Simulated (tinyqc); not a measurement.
Segment and feed resistance from two drops.

Question. A rail is fed at one end through Rq; K loads of Ij follow, each after a segment Rs. The drop at load j is K Ij Rq + Rs Ij sum_(l=1..j) (K - l + 1). Find Rs, Rq and the worst drop, at the middle, if the rail were fed through Rq at both ends: K Ij Rq/2 + Rs Ij K^2/8 with the load taken as continuous.

Inputs (values chosen for the exercise):

| symbol | value | unit | meaning |
|---|---|---|---|
| K | 17 |  | number of equal loads |
| Ij | 2.8 | mA | current of each load |

drops at the first and at the last load (mV): 61.88  317.01600

Answer. The difference of the two drops is Rs Ij K (K - 1)/2, which gives Rs; the first drop then gives Rq.

Rs = 0.670 ohm
Rq = 0.630 ohm
drop at the middle with two feeds = 82.8 mV

tinyqc, about 0.3 s, one thread, Intel Xeon 2.30GHz (shared host): `OMP_NUM_THREADS=1 python tinyqc.py 2770126 2770127 out.jsonl`
